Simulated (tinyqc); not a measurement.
A log to judge: nudged elastic band on a two-dimensional model surface. Computed by tinyqc. Command: `OMP_NUM_THREADS=1 python tinyqc.py 3003132 3003133 out.jsonl neb walk`. One thread of a shared host (Intel(R) Xeon(R) Processor @ 2.30GHz), about 0.2 s of CPU time with the checks.

V(x, y) = h u^2 + t x + (kappa/2)(y + c u)^2 with u = x^2/w^2 - 1; the path runs from the minimum near (-w, 0) to that near (w, 0).

Inputs (values chosen for the exercise, for a model surface):

| quantity | value | unit |
|---|---|---|
| height h | 1.4 | eV |
| half width w | 1.3 | angstrom |
| transverse stiffness kappa | 3.3 | eV/angstrom^2 |
| curvature c | 0.57 | angstrom |
| tilt t | -0.048 | eV/angstrom |
| movable images n | 6 | - |
| spring constant k_s | 2.3 | eV/angstrom^2 |
| step factor eta | 0.0016 | angstrom^2/eV |
| iteration cap | 100 | - |

Surface: curved double well. Climbing image: on.

Method:
- Newton steps x(new) = x - H^-1 grad V (moves limited to 0.3 angstrom) from (-w, 0), (w, 0) and (0, c) give the two minima and the saddle.
- Tangent at image i: towards the higher neighbour if the energies rise or fall through i; at a maximum or minimum, tau = t+ dmax + t- dmin if V(i+1) > V(i-1), else t+ dmin + t- dmax, with t+ = R(i+1) - R(i), t- = R(i) - R(i-1) and dmax, dmin the larger and smaller of |V(i+1) - V(i)| and |V(i-1) - V(i)|; then normalise. Force F = -grad V + (grad V.tau) tau + k_s (|t+| - |t-|) tau.
- With a climbing image, the highest image feels instead F = -grad V + 2 (grad V.tau) tau and no spring.
- Update R(new) = R + eta F; the end points stay fixed.
- Start on the straight line; stop when the largest force is below 1e-4 or above 1e6 eV/angstrom.

Course of the band:

| iteration | highest image (eV) | largest force (eV/angstrom) |
|---|---|---|
| 1 | 1.80840 | 1.99076 |
| 2 | 1.80393 | 1.97978 |
| 3 | 1.79950 | 1.96887 |
| 4 | 1.79511 | 1.95803 |
| 5 | 1.79075 | 1.94725 |
| 6 | 1.78643 | 1.93653 |
| 7 | 1.78214 | 1.92587 |
| 8 | 1.77789 | 1.91528 |
| 9 | 1.77368 | 1.90475 |
| ... | ... | ... |
| 92 | 1.52857 | 1.21196 |
| 93 | 1.52664 | 1.20544 |
| 94 | 1.52472 | 1.19895 |
| 95 | 1.52283 | 1.19250 |
| 96 | 1.52095 | 1.18609 |
| 97 | 1.51909 | 1.17971 |
| 98 | 1.51725 | 1.17336 |
| 99 | 1.51543 | 1.16705 |
| 100 | 1.51362 | 1.16078 |

Band at the end:

| image | x (angstrom) | y (angstrom) | E (eV) |
|---|---|---|---|
| 0 | -1.29270 | 0.006387 | 0.00000 |
| 1 | -0.93170 | 0.138773 | 0.34528 |
| 2 | -0.54356 | 0.202200 | 1.03578 |
| 3 | -0.09622 | 0.230656 | 1.51362 |
| 4 | 0.20874 | 0.227186 | 1.43414 |
| 5 | 0.57524 | 0.198446 | 0.92710 |
| 6 | 0.94958 | 0.132280 | 0.22625 |
| 7 | 1.30718 | -0.006317 | -0.12480 |

Can the last value be used, and what does the course show?

No. Not converged within 100 iterations: the residual falls at every step, but slowly, by a factor of about 0.995 a step. Reruns converge with step factor eta = 0.04, iteration cap = 600. Reruns still fail with step factor eta = 0.00027, iteration cap = 600; and with iteration cap = 600.
